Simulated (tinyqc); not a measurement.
Trap in a gate oxide as a short-range spherical well, step by step. Values are carried at full precision from step to step, so a last printed digit may differ when a step is redone from the rounded ones.

A spherical well of radius R and depth V0 below the conduction edge, one mass m, c = hbar^2/2m0. The s level at binding Et solves k cot(k R) = -kappa with k = sqrt(m (V0 - Et)/c), kappa = sqrt(m Et/c); it exists for V0 > Vc = c (pi/2R)^2/m. Outside, psi falls as exp(-kappa r)/r.

Constants: hbar^2/2m0 = 3.80998211 eV angstrom^2; fine-structure constant alpha = 0.007297352564; hc = 1239.841984 eV nm; kB = 8.617333262e-05 eV/K.

Parameters, chosen for this exercise (near those of SiO2 on 4H SiC; not measured data): R = 4.2 angstrom (radius of the well); V0 = 5.5 eV (depth of the well); m = 0.469 m0 (mass); n_r = 1.48 (refractive index); dEc = 2.66 eV (conduction offset to the channel); Fox = 2.5 MV/cm (oxide field, lowering levels away from the channel); t0 = 0.44 x 1e-11 s (time constant at the interface); T = 400 K (temperature); EF = 0.06 eV (Fermi level above the channel edge); x = 7 angstrom (depth of the trap).

## The bound level

Solve for Et; the share outside is [sin^2(kR)/(2 kappa)]/[sin^2(kR)/(2 kappa) + R/2 - sin(2kR)/(4k)].

Et = 2.8884 eV
k = 0.5670 1/angstrom
kappa = 0.5963 1/angstrom
share outside = 0.135
Vc = 1.136 eV

The well is 4.84 times the critical depth. Since dEt/dV0 equals the share inside, 0.86, a 1 % change of V0 moves Et by 1.6 %. The decay length is 1.7 angstrom, 0.4 times R.

## Peak of the photo-ionisation cross-section

Lucovsky model (delta well, plane-wave final states, no local-field factor): sigma = (32 pi alpha c/(3 n_r m Et)) (x - 1)^(3/2)/x^3, x = h nu/Et, c = hbar^2/2m0; 1 angstrom^2 = 1e-16 cm^2.

The maximum lies at x = 2. Give the photon energy, its wavelength and sigma there.

h nu = 5.777 eV
wavelength = 215 nm
sigma = 5.81 x 1e-18 cm^2

With 14 % of the state outside the well the delta-well form is only a rough model of this centre.

## Level, tunnelling time and occupation

Energies from the conduction edge of the channel. The trap level at depth x is E_T = dEc - Et - e Fox x (1 MV/cm = 0.01 eV/angstrom). An electron at the channel edge tunnels with the WKB exponent S = (4/3) sqrt(m/c) [dEc^(3/2) - (dEc - e Fox x)^(3/2)]/(e Fox), c = hbar^2/2m0; tau = t0 exp(S); the occupation is f = 1/(1 + exp((E_T - EF)/kB T)), tau_c = tau/f and tau_e = tau/(1 - f). Lattice relaxation is left out; a level below the channel edge needs phonons as well, so tau is then a lower bound, while a level above it can also empty elastically at its own energy, through a thinner barrier, faster than this tau.

Give E_T, S, tau and ln(tau_c/tau_e) = (E_T - EF)/kB T.

E_T = -0.403 eV
S = 7.878
tau = 1.16e-08 s
ln(tau_c/tau_e) = -13.4

The level lies 13 kB T below EF, so the trap is mostly filled. A flat barrier would give S = 2 sqrt(m dEc/c) x = 8.01.

## Checks

- Et from the radial equation on a grid against the matching condition, eV: both 2.89.

Computed by tinyqc, a small Python program: `OMP_NUM_THREADS=1 python tinyqc.py 1252472 1252473 out.jsonl` (the numbers bound the seed that draws the inputs); one thread of a shared host (Intel(R) Xeon(R) Processor @ 2.30GHz), about 0.01 s for the whole set of steps.
